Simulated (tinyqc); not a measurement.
Worked calculation: Hueckel theory of the pi electrons with the omega technique, for the molecule OC1=CC=CC=CC=N1 (SMILES; centres numbered as the heavy atoms are written). One step of it, computed by the program tinyqc.

Task: Orbitals, round 2. Diagonalise; E = alpha + x beta with beta < 0, so the largest x are filled first; degenerate levels share their electrons. P = sum n_i c_ri c_si; each orbital has its largest coefficient positive (the first on a tie).

matrix after round 1, lower triangle:
```
          1O        2C         3C        4C         5C        6C         7C        8C
1O  2.110243
2C  0.800000  0.316695
3C  0.000000  1.000000  -0.240150
4C  0.000000  0.000000   1.000000  0.219139
5C  0.000000  0.000000   0.000000  1.000000  -0.205973
6C  0.000000  0.000000   0.000000  0.000000   1.000000  0.211218
7C  0.000000  0.000000   0.000000  0.000000   0.000000  1.000000  -0.219784
8C  0.000000  0.000000   0.000000  0.000000   0.000000  0.000000   1.000000  0.261295
9N  0.000000  1.000000   0.000000  0.000000   0.000000  0.000000   0.000000  1.000000

          9N
9N  0.047317
```

pi electrons, sum of z_r less the charge = 10

Give: x values; occupations; coefficients; charge and bond-order matrix P.

Result:

x values: 2.5897  1.9170  1.4781  1.2870  0.1687  -0.1531  -1.3568  -1.4451  -1.9854

occupations: 2.0000  2.0000  2.0000  2.0000  2.0000  0.0000  0.0000  0.0000  0.0000

coefficients:
```
       MO1      MO2      MO3      MO4      MO5      MO6      MO7      MO8
1O  0.7952  -0.3829   0.0731   0.3963  -0.2045   0.0221  -0.0697  -0.0858
2C  0.4766   0.0925  -0.0577  -0.4078   0.4964  -0.0626   0.3023   0.3814
3C  0.2082   0.1952   0.2727  -0.4040   0.0290  -0.4984   0.0554  -0.5231
4C  0.1127   0.3285   0.5262  -0.2091  -0.4845   0.0192  -0.3642   0.2490
5C  0.0590   0.3625   0.3898   0.1807  -0.0046   0.4912   0.5185   0.1088
6C  0.0521   0.4411   0.1303   0.4789   0.4828   0.0067  -0.2325  -0.3837
7C  0.0650   0.3899  -0.2248   0.3345  -0.0159  -0.4937  -0.1539   0.5268
8C  0.1305   0.3920  -0.5119   0.0251  -0.4890  -0.0396   0.4075  -0.2618
9N  0.2388   0.2592  -0.3981  -0.3087   0.0612   0.5101  -0.5055  -0.0801

        MO9
1O   0.0641
2C  -0.3280
3C   0.3938
4C  -0.3592
5C   0.3982
6C  -0.3493
7C   0.3690
8C  -0.3023
9N   0.3101
```

charge and bond-order matrix P, lower triangle:
```
         1O       2C       3C       4C       5C       6C      7C      8C
1O   1.9664
2C   0.1524   1.3034
3C  -0.1104   0.5614   0.6397
4C   0.0371  -0.2030   0.6029   1.3520
5C   0.0182  -0.0737   0.2324   0.5906   0.6390
6C  -0.0538   0.2050  -0.0939  -0.2295   0.5961   1.3533
7C   0.0435  -0.1285  -0.2145  -0.0903   0.2361   0.5972  0.6378
8C   0.0524  -0.2499  -0.1205   0.2115  -0.0859  -0.2220  0.5852  1.3450
9N  -0.1466   0.6340   0.2365  -0.1251  -0.2065  -0.0868  0.2037  0.5979

        9N
9N  0.7635
```
